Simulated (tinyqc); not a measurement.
# Lossy on-chip transmission line with skin effect: what changes with what

A uniform line in a homogeneous dielectric: c = sqrt(er)/(c0 Z0), l = Z0 sqrt(er)/c0 (c0 = 299792458 m/s), g = w c td, w = 2 pi f. The resistance joins its limits as r = sqrt(r_dc^2 + r_hf^2), with r_dc = rho/(wd th), r_hf = kr rho/(2 delta (wd + th)), delta = sqrt(rho/(pi f mu0)), mu0 = 4 pi 1e-7 H/m; this is an interpolation, and internal inductance, up to 0.05 nH/mm at low frequency, is neglected.

Inputs (values chosen for the exercise):
```
symbol  value     unit                                  meaning
wd        1.9       um                       width of the strip
th        1.2       um                   thickness of the strip
rho       1.8  uohm cm                              resistivity
er        3.5                             relative permittivity
td       0.02                                      loss tangent
Z0         60      ohm             lossless impedance sqrt(l/c)
kr        1.2           factor for crowding and the return path
len       3.9       mm                                   length
Rg        100      ohm                        source resistance
RL       1000      ohm                          load resistance
CL         20       fF                         load capacitance
f         2.3      GHz                                frequency
```

Each table varies one quantity; the others keep the values above.

## Line properties against frequency

gamma = sqrt((r + i w l)(g + i w c)) = alpha + i beta, Zc = sqrt((r + i w l)/(g + i w c)), roots with positive real part; loss 8.685889638 alpha in dB; phase velocity w/beta. ZL = 1/(1/RL + i w CL); reflection (ZL - Zc)/(ZL + Zc); Zin = Zc (ZL + Zc tanh(gamma len))/(Zc + ZL tanh(gamma len)); H = V_load/V_source = [Zin/(Zin + Rg)]/[cosh(gamma len) + (Zc/ZL) sinh(gamma len)].

Line properties against frequency:

| f (GHz) | r (ohm/mm) | r/(w l) | loss (dB/mm) | \|Zc\| (ohm) | phase velocity over c0 | length in wavelengths | \|H\| (dB) |
|---|---|---|---|---|---|---|---|
| 0.01 | 7.8964 | 335.65 | 0.044498 | 1099.1 | 0.041612 | 0.0031262 | -1.0682 |
| 0.03 | 7.8998 | 111.93 | 0.076865 | 634.73 | 0.071841 | 0.0054324 | -1.0694 |
| 0.09 | 7.9099 | 37.358 | 0.13206 | 366.76 | 0.12323 | 0.0095013 | -1.0740 |
| 0.3 | 7.9452 | 11.257 | 0.23443 | 201.69 | 0.21750 | 0.017943 | -1.1022 |
| 0.8 | 8.0285 | 4.2658 | 0.35876 | 125.58 | 0.32845 | 0.031686 | -1.2426 |
| 2 | 8.2250 | 1.7481 | 0.49336 | 85.139 | 0.43795 | 0.059409 | -1.9244 |
| 7 | 8.9978 | 0.54638 | 0.65438 | 64.043 | 0.51810 | 0.17576 | -5.5793 |
| 20 | 10.750 | 0.22848 | 0.84175 | 60.762 | 0.53168 | 0.48935 | -5.4952 |
| 60 | 14.901 | 0.10557 | 1.2818 | 60.160 | 0.53404 | 1.4616 | -8.2485 |

What does the table show?

r equals w l at 3.60 GHz: below it |Zc| and the delay grow as in an RC line, above it |Zc| tends to Z0 = 60 ohm and the velocity to 1/sqrt(er) = 0.535 c0. The loss goes as f^(0.50) between the first two rows and f^(0.38) between the last two. |H| is -1.07 dB in the first row and -8.25 dB in the last; between rows it can pass through resonances that the table doesn't show.

## Effect of the load resistance

Same model as above.

The same in every row: r (ohm/mm) = 8.2734; r/(w l) = 1.5290; loss (dB/mm) = 0.51304; |Zc| (ohm) = 81.092; phase velocity over c0 = 0.45201; length in wavelengths = 0.066194.

Result of one run:

| RL (ohm) | \|H\| (dB) |
|---|---|
| 75 | -9.0037 |

What becomes of these results when the load resistance RL is changed from 75 to 150 ohm, all else the same?

Result of the changed run:

| RL (ohm) | \|H\| (dB) |
|---|---|
| 150 | -5.9258 |

The whole series:

| RL (ohm) | \|H\| (dB) |
|---|---|
| 10 | -22.886 |
| 25 | -15.890 |
| 50 | -11.290 |
| 75 | -9.0037 |
| 150 | -5.9258 |
| 500 | -2.9308 |
| 10000 | -1.3874 |

As RL goes from 10 to 10000, the loss stays at 0.513 dB/mm, |Zc| stays at 81.1 ohm and |H| goes from -22.9 to -1.39 dB, with its highest value among the rows, -1.39 dB, at RL = 10000.

Numbers from tinyqc (`OMP_NUM_THREADS=1 python tinyqc.py 2810139 2810140 out.jsonl`; about 0.01 s on one thread of a shared Intel Xeon 2.30GHz).
